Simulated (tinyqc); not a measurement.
Speciation in dilute and buffered hydrofluoric acid, oxide etch rate and bath loading: one step, computed by the program tinyqc.

Concentrations stand for activities, NH4+ and Cl- are spectators, and water ionisation is neglected. H, F and HF2 denote the ions H+, F- and HF2-. The base temperature is 298 K.

Problem. Etch rate. Rate = k_a ([HF] + 2 [H2F2]) + k_b [HF2], an empirical two-term form. Time = oxide/rate; a temperature error changes the rate by exp((E_a/k_B)(1/298 - 1/(298 + error))) - 1.

Inputs (values chosen for the exercise, of the order of those for thermal oxide at room temperature):
```
quantity,value,unit
rate constant of neutral HF k_a,10,nm L/(min mol)
rate constant of HF2 k_b,70,nm L/(min mol)
activation energy,0.45,eV
temperature error,2.5,K
oxide removed per wafer,170,nm
```

[HF] = 0.1490805 mol/L

[H2F2] = 0.06711949 mol/L

[HF2] = 0.1261922 mol/L

Constants: k_B = 8.617333262e-05 eV/K.

Give: etch rate; share of HF2 in the rate; etch time; rate change from the temperature error.

Solution.

etch rate = 11.667 nm/min

share of HF2 in the rate = 75.715 %

etch time = 874.29 s

rate change from the temperature error = 15.695 %
